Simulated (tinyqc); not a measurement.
Lorentz oscillators and the Kramers-Kronig relations, step by step. Values are carried at full precision from step to step, so a last printed digit may differ when a step is redone from the rounded ones.

eps(E) = 1 + sum_j S_j/(E0_j^2 - E^2 - i G_j E).

Constants: hbar c = 1973.269805 eV angstrom; hbar^2/2m0 = 3.80998211 eV angstrom^2; e^2/(4 pi eps0) = 14.39964547 eV angstrom.

Inputs chosen for the exercise (line positions loosely like those of GaN; Lorentz tails absorb below the gap, where the real solid is clear; not measured data):
- E0 = (4.71, 6.72, 8.55) eV (resonances)
- G = (1.34, 1.12, 2.13) eV (widths)
- S = (11.3, 62.4, 70.2) eV^2 (strengths)
- E = 13.62 eV (photon energy)
- h = 0.8 eV (grid step)
- M = 36 (grid points E_j = j h)
- i = 7 (grid index at which eps1 is wanted)

## Dielectric function at one energy

Evaluate each oscillator and the sum.

terms: [-0.0683+0.0076i, -0.4394+0.0478i, -0.5855+0.1511i]

eps(E) = -0.0933+0.2065i
eps(0) = 3.8515

## Optical constants

n + i k = sqrt(eps1 + i eps2) with k >= 0; R = ((n - 1)^2 + k^2)/((n + 1)^2 + k^2) at normal incidence from vacuum; alpha = 2 E k/(hbar c), times 1e8 for 1/cm; loss function Im(-1/eps) = eps2/(eps1^2 + eps2^2).

Convert eps at the photon energy E into the optical constants.

n = 0.2582
k = 0.4000
R = 0.4075
alpha = 5.52e+05 1/cm
loss function = 4.0213
vacuum wavelength hc/E (hc = 1239.841984 eV nm) = 91.0 nm

The intensity falls to 1/e within 18.1 nm. eps1 is negative, so k exceeds n, as in a metal below its plasma energy; R is 0.41.

## Absorptive part on the grid

Tabulate eps2 at E_j = j h.

eps2(E_j), j = 1 .. M: [0.0770, 0.1716, 0.3160, 0.6021, 1.4050, 2.6486, 2.7514, 7.4942, 6.2667, 4.5546, 4.1364, 2.1546, 1.1021, 0.6403, 0.4122, 0.2853, 0.2080, 0.1577, 0.1232, 0.0985, 0.0803, 0.0665, 0.0558, 0.0474, 0.0407, 0.0352, 0.0307, 0.0270, 0.0238, 0.0212, 0.0189, 0.0170, 0.0153, 0.0138, 0.0125, 0.0114]

## eps1 at one grid point

Kramers-Kronig: eps1(E) = 1 + (2/pi) P integral_0^infinity E1 eps2(E1)/(E1^2 - E^2) dE1. Maclaurin rule on the grid E_j = j h, j = 1 .. M: eps1(E_i) = 1 + (4 h/pi) sum over j with j - i odd of E_j eps2(E_j)/(E_j^2 - E_i^2); nothing is added above E_M.

List the terms E_j eps2_j/(E_j^2 - E_i^2) for j - i odd, add them and form eps1.

terms in order of j (1/eV): [-0.0095, -0.0912, -1.5281, 4.9962, 1.1163, 0.3402, 0.0762, 0.0276, 0.0129, 0.0070, 0.0042, 0.0027, 0.0018, 0.0013, 0.0009, 0.0007, 0.0005, 0.0004]

sum = 4.960 1/eV
eps1(E_i) = 6.052

The oscillator formula gives 5.565 at E_i = 5.6 eV. The rule samples every 2h = 1.6 eV against a narrowest width of 1.12 eV and stops at 28.8 eV; coarse sampling and the missing tail make the difference.

## The f-sum on the grid

W(E_M) = (2/pi) h sum_j E_j eps2_j, with half weight on the last point; the full integral equals sum S_j = (hbar omega_p)^2, and the electron density follows from (hbar omega_p)^2 = 8 pi c (e^2/(4 pi eps0)) N with c = hbar^2/2m0.

W(E_M) = 137.34 eV^2
sum S = 143.90 eV^2
share reached on this grid (a step near the line widths can inflate it) = 0.954
hbar omega_p = 11.996 eV
N = 1.04e+23 1/cm^3

## Checks

- The value of eps1 at 13.627 eV from a fine, long grid (with the tail of eps2 ~ 1/E^3 added) against the oscillator formula: both -0.0918.

tinyqc: `OMP_NUM_THREADS=1 python tinyqc.py 1651336 1651337 out.jsonl`; about 0.2 s, one thread, shared Intel(R) Xeon(R) Processor @ 2.30GHz.
